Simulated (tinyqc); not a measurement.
Inputs raised by 10 %, one at a time: gas flow in a process chamber: flow regimes, conductance, effective pumping speed, pump-down, outgassing and purge. Computed by tinyqc, a small Python program. Command: `OMP_NUM_THREADS=1 python tinyqc.py 3120659 3120660 out.jsonl pump sens`. One thread of a shared host (Intel(R) Xeon(R) Processor @ 2.30GHz), about 0.01 s of CPU time with the checks.

Ideal gas, isothermal flow, a pump of constant speed at the end of a round pipe; process gas, volume gas and outgassing are given the same properties. 1 sccm = 101325 Pa x 1e-6 m^3/60 s x T/273.15 K.

Inputs (values chosen for the exercise, modelled on water vapour near room temperature):

| quantity | value | unit |
|---|---|---|
| molar mass M | 18.02 | g/mol |
| molecular diameter | 0.46 | nm |
| viscosity eta | 9.9 | micropascal s |
| temperature T | 300 | K |
| chamber volume V | 8.9 | L |
| wall area | 2.6 | m^2 |
| pipe diameter d | 6.3 | cm |
| pipe length l | 87 | cm |
| pump speed S | 23 | L/s |
| process gas flow | 1300 | sccm |
| outgassing rate after 1 h | 8.9e-06 | Pa m^3/(s m^2) |
| outgassing exponent n | 0.7 | - |
| target base pressure | 4e-05 | Pa |

Constants: k_B = 1.380649e-23 J/K; u = 1.6605390666e-27 kg.

Method:
- Mean speed c = sqrt(8 k_B T/(pi m)); aperture conductance C_a = c pi d^2/16; molecular pipe C_m = C_a/(1 + 3 l/(4 d)) (Dushman form); viscous pipe C_v = pi d^4 p_mean/(128 eta l); Knudsen interpolation C = C_v + C_m (1 + x)/(1 + 1.24 x), x = d p_mean sqrt(m/(k_B T))/eta.
- Effective speed 1/S_eff = 1/S + 1/C_m; time constant V/S_eff; pressure at which the free path k_B T/(sqrt2 pi d_m^2 p) equals d.
- Steady flow: the pump inlet is at p_2 = Q/S, and the chamber pressure p_1 solves Q = C((p_1 + p_2)/2) (p_1 - p_2). Residence time = p_1 V/Q.
- Knudsen number = free path at the mean pressure over d.
- From the outgassing limit: t = 1 h x (q_1 A/(S_eff p_target))^(1/n) - 10 s; monolayer time at the target = 1e19 m^-2 x 4 k_B T/(p c) for unit sticking.

Runs:

| input moved | from | to | chamber pressure p_1 (Pa) | residence time (s) | time to the target (h) | conductance C (L/s) |
|---|---|---|---|---|---|---|
| base run | - | - | 105.3 | 0.3888 | 189.9 | 4750 |
| molar mass M (g/mol) | 18.02 | 19.822 | 105.3 | 0.3888 | 194.7 | 4749 |
| wall area (m^2) | 2.6 | 2.86 | 105.3 | 0.3888 | 217.6 | 4750 |
| pipe diameter d (cm) | 6.3 | 6.93 | 105.2 | 0.3882 | 166.7 | 6945 |
| pipe length l (cm) | 87 | 95.7 | 105.4 | 0.3890 | 198.9 | 4320 |
| pump speed S (L/s) | 23 | 25.3 | 95.9 | 0.3538 | 174.3 | 4324 |
| outgassing rate after 1 h (Pa m^3/(s m^2)) | 8.9e-06 | 9.79e-06 | 105.3 | 0.3888 | 217.6 | 4750 |
| outgassing exponent n | 0.7 | 0.77 | 105.3 | 0.3888 | 117.9 | 4750 |

Exponents ln(y'/y) / ln(x'/x):

| input | chamber pressure p_1 | residence time | time to the target | conductance C |
|---|---|---|---|---|
| molar mass M | 0.000 | 0.000 | 0.262 | -0.003 |
| wall area | 0.000 | 0.000 | 1.429 | 0.000 |
| pipe diameter d | -0.016 | -0.016 | -1.370 | 3.985 |
| pipe length l | 0.005 | 0.005 | 0.485 | -0.997 |
| pump speed S | -0.989 | -0.989 | -0.897 | -0.988 |
| outgassing rate after 1 h | 0.000 | 0.000 | 1.429 | 0.000 |
| outgassing exponent n | 0.000 | 0.000 | -5.004 | 0.000 |

Which inputs matter most for each result?

Among the inputs moved here: chamber pressure p_1 answers most in size to pump speed S (exponent -0.989), next to pipe diameter d (-0.016); its exponent is below 0.0005 for molar mass M, wall area, outgassing rate after 1 h, outgassing exponent n. Residence time answers most in size to pump speed S (exponent -0.989), next to pipe diameter d (-0.016); its exponent is below 0.0005 for molar mass M, wall area, outgassing rate after 1 h, outgassing exponent n. Time to the target answers most in size to outgassing exponent n (exponent -5.004), next to wall area (+1.429). Conductance C answers most in size to pipe diameter d (exponent +3.985), next to pipe length l (-0.997); its exponent is below 0.0005 for wall area, outgassing rate after 1 h, outgassing exponent n.

Caution (all rows): beyond some 100 h the power law gives way to slower sources such as permeation and bulk diffusion; baking is the usual remedy.
